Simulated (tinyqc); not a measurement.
# From total in-phase swing back to film thickness t

Model: the 3-omega method: a line heater on a substrate with a thin film. Computed by tinyqc, a small Python program. Command: `OMP_NUM_THREADS=1 python tinyqc.py 3001220 3001221 out.jsonl threeomega inv`. One thread of a shared host (Intel(R) Xeon(R) Processor @ 2.30GHz), about 0.02 s of CPU time with the checks.

A current at angular frequency omega = 2 pi f heats the line at 2 omega with the amplitude P per length; the temperature swing Delta T at 2 omega gives a voltage at 3 omega. The substrate is taken as semi-infinite and isotropic, and the heat capacity of heater and film is left out.

Inputs (values chosen for the exercise, modelled on a low-k dielectric on germanium): substrate conductivity kappa = 63.5 W/(m K); substrate heat capacity C = 1.76 1e6 J/(m^3 K); heater half-width b = 4.7 micrometre; power amplitude per length P = 24 W/m; current frequency f = 1700 Hz; film conductivity kappa_f = 0.4 W/(m K); interface resistance R_i = 3.2 m^2 K/GW; substrate thickness d_s = 1000 micrometre; temperature coefficient of resistance beta = 3.6 1e-3/K; voltage amplitude V_1 = 1.7 V.

Method:
- D = kappa/C; q = sqrt(2 i omega/D); penetration depth 1/|q| = sqrt(D/(2 omega)).
- Delta T_s = (P/(pi kappa)) int_0^infinity (sin x/x)^2 / sqrt(x^2 + (q b)^2) dx with (q b)^2 = i |q b|^2, averaged over the heater width (12 Gauss-Legendre points on each of the pieces 0, 14 log-spaced edges from 1e-5 to 1, and multiples of pi to 40 pi; the tail adds 1/(4 (40 pi)^2)).
- For |q| b much below 1: Delta T_s = (P/(pi kappa)) [-ln(|q| b) + eta - i pi/4], eta = 3/2 - C_E = 0.92278, with Euler's C_E = 0.5772157.
- One-dimensional flow across the film: Delta T_f = P (t/kappa_f + R_i)/(2 b); total in-phase swing Delta T = Delta T_s + Delta T_f; third-harmonic amplitude V_3 = V_1 beta |Delta T|/2 with the out-of-phase part included; the apparent film conductivity is t/(t/kappa_f + R_i).

Task: A run gave the result below. Find the film thickness t, known to lie between 44 and 78 nm.

total in-phase swing = 0.7664916 K

Result:

Each step takes the trial c = (a f_b - b f_a)/(f_b - f_a), f being the result less the target and a, b, c the logarithms of the listed values; c replaces end b, the old b replaces a if the sign of f changed, and otherwise f_a is halved.

Scan of the range:
```
film thickness t (nm)  total in-phase swing (K)
44.0                                   0.661109
48.4                                   0.689194
53.3                                   0.720470
58.6                                   0.754300
64.4                                   0.791321
70.9                                   0.832811
78.0                                   0.878130
```

False position (Illinois rule, in the logarithm of the input) inside the bracket:
```
step    end a    end b    trial  total in-phase swing (K)
1     58.6000  64.4000  60.4499                  0.766108
2     64.4000  60.4499  60.5081                  0.766480
3     64.4000  60.5081  60.5117                  0.766503
4     60.5081  60.5117  60.5100                  0.766492
```

Total in-phase swing rises at every point of a 13-point scan of the range (every second point is shown), so one value fits; it is bracketed by 58.6 and 64.4. The scan shows a straight line, so linear interpolation between any two rows gives the answer at once. Answer: film thickness t = 60.51 nm.
